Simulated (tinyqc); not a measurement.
What each parameter does: WKB tunnelling through a gate dielectric with a two-band (Franz) dispersion.

At depth x the conduction edge lies u(x) = phi - V x/t above the electron. Parabolic: kappa = sqrt(m u/c). Franz: kappa = sqrt(m u (1 - u/Eg)/c), which vanishes at both band edges. c = hbar^2/2m0. T = exp(-2 integral of kappa dx) over the region u > 0; no image force, no prefactor, zero transverse momentum. The region ends at x_e = min(t, phi t/V); x_e < t is the Fowler-Nordheim regime.

Constants: hbar^2/2m0 = 3.80998211 eV angstrom^2.

Parameters, chosen for this exercise (of the size used for Si3N4 on silicon; shifted at random, so the results belong to these values and not to a real crystal):
- Eg = 5.15 eV (gap of the dielectric)
- phi = 2 eV (barrier above the electron energy at the emitter)
- m = 0.39 m0 (mass at the conduction edge)
- t = 15 angstrom (thickness)
- V = 1.8 V (voltage across the layer)

Exponents 2 I in closed form.

One parameter was then changed.

Results before and after:
```
case     2 I parabolic  2 I Franz  log10 T Franz
base             9.737      8.472         -3.680
changed          8.585      7.619         -3.309
```

Which of these changes was made? (a) m = 0.429 m0; (b) phi = 1.8 eV; (c) Eg = 4.635 eV; (d) V = 1.62 V; (e) t = 16.5 angstrom.

Answer: (b) phi = 1.8 eV. Of the candidates, run in turn, only this one gives the changed row.

All candidates:
```
case               2 I parabolic  2 I Franz  log10 T Franz
base                       9.737      8.472         -3.680
Eg = 4.635 eV              9.737      8.317         -3.612
phi = 1.8 eV               8.585      7.619         -3.309
m = 0.429 m0              10.212      8.886         -3.859
t = 16.5 angstrom         10.711      9.320         -4.047
V = 1.62 V                10.247      8.858         -3.847
```

The exponent is linear in t and goes as sqrt(m); Eg enters the two-band form alone.

Computed by tinyqc, a small Python program: `OMP_NUM_THREADS=1 python tinyqc.py 1482581 1482582 out.jsonl` (the numbers bound the seed that draws the inputs); one thread of a shared host (Intel(R) Xeon(R) Processor @ 2.30GHz), about 0.01 s for the whole set of steps.
